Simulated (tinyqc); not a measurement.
Relaxation at fixed composition: composition and strain of an epitaxial Si(1-x)Ge(x) layer from Raman and X-ray peaks. Computed by tinyqc, a small Python program. Command: `OMP_NUM_THREADS=1 python tinyqc.py 3018229 3018230 out.jsonl epiraman walk`. One thread of a shared host (Intel(R) Xeon(R) Processor @ 2.30GHz), about 0.01 s of CPU time with the checks.

A (001) layer, biaxially strained in the plane. The Raman peaks follow empirical lines omega = w0 + c1 x + c3 x^3 + b eps (c3 for Si-Ge alone), with eps the in-plane strain.

Inputs (values chosen for the exercise, modelled on silicon-germanium):
```
quantity                        value      unit
Ge fraction x                    0.48         -
lattice constant of Si          5.431  angstrom
lattice constant of Ge          5.658  angstrom
bowing B                        0.028  angstrom
2 C12/C11 of Si                 0.773         -
2 C12/C11 of Ge                 0.751         -
Si-Si: w0                       520.5      1/cm
Si-Si: c1                         -67      1/cm
Si-Si: strain coefficient b      -711      1/cm
Ge-Ge: w0                       280.4      1/cm
Ge-Ge: c1                        19.9      1/cm
Ge-Ge: strain coefficient b      -455      1/cm
X-ray wavelength             1.540598  angstrom
```

Substrate: silicon.

Method:
- Relaxed lattice constant a(x) = a_Si + (a_Ge - a_Si) x - B x (1 - x).
- In-plane constant a_par = a_sub + R (a(x) - a_sub); eps = a_par/a(x) - 1; eps_perp = -(2 C12/C11) eps with 2 C12/C11 linear in x; a_perp = a(x) (1 + eps_perp).
- (004) Bragg angle theta = arcsin(2 lambda/a), with a = a_perp for the layer and a_sub for the substrate; separation = layer less substrate. The apparent x is the one that a fully strained layer (R = 0) would need to give the same a_perp.

Signatures; columns: (1) R; (2) eps (per mille); (3) Si-Si (1/cm); (4) Ge-Ge (1/cm); (5) a_perp (angstrom); (6) (004) separation (arcsec); (7) apparent x if R = 0 is assumed:
```
(1)       (2)     (3)     (4)     (5)      (6)      (7)
0.00  -18.430  501.44  298.34  5.6107  -4518.1  0.48000
0.15  -15.665  499.48  297.08  5.5991  -4235.6  0.45044
0.30  -12.901  497.51  295.82  5.5874  -3951.7  0.42068
0.50   -9.215  494.89  294.14  5.5718  -3571.0  0.38069
0.70   -5.529  492.27  292.47  5.5563  -3187.6  0.34033
0.85   -2.764  490.31  291.21  5.5446  -2898.4  0.30980
1.00    0.000  488.34  289.95  5.5330  -2607.7  0.27906
```

Full relaxation moves the Si-Si peak by -13.10 per cm and shrinks the X-ray separation to 58 % of its strained value, about 1/(1 + 2 C12/C11). A symmetric reflection alone cannot part x from R: a relaxed layer read as strained gives x = 0.279 in place of 0.48. An asymmetric reflection or a second peak is needed.

Extremes, crossings and ranges named in words are read from the listed rows.
